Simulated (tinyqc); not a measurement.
Surface potential of a MOS transistor: implicit equation and explicit approximations: one step of the calculation.

p-type body, charge-sheet picture, depletion and inversion only, full ionisation (an idealisation for deep acceptors), Boltzmann statistics (rough once Na exp(x - xn) passes about Nc/7). In units of Vt: xg = (Vg - Vfb)/Vt, x = psi/Vt, G = gamma/sqrt(Vt), xn = (2 phiF + Vc)/Vt. The implicit equation is (xg - x)^2 = G^2 [x - 1 + exp(x - xn)] for x above about 3. Cox = eps0 eox/tox.

Problem. Explicit approximation. Depletion value a = 1 + [sqrt(G^2/4 + xg - 1) - G/2]^2; inversion value b = xn + ln[(xg - xn)^2/G^2 - xn + 1] and first guess y = min(a, b) - ln(1 + exp(-|a - b|)) if a > xn + 1, else b = y = a; one second-order correction with D = exp(y - xn), p = 2 (xg - y) + G^2 (1 + D), w = (xg - y)^2 - G^2 (y - 1 + D): z = y + 2 w/(p + sqrt(p^2 - 2 (2 - G^2 D) w)), or the Newton step z = y + w/p where the root is not real.

G = 3.2053265
xn = 31.363854
xg = 72.279570

Find: a; b; y; p; w; z.

Solution.

a = 49.87
b = 36.25
y = 36.25
p = 1444
w = -426.3
z = 35.90

The root of the implicit equation is x = 35.9058; y misses it by 0.35 and z by -0.0089, in units of Vt.

Computed by the program tinyqc: `OMP_NUM_THREADS=1 python tinyqc.py 2122154 2122155 out.jsonl`, one thread of a shared Intel Xeon 2.30GHz, about 0.01 s for the whole run.
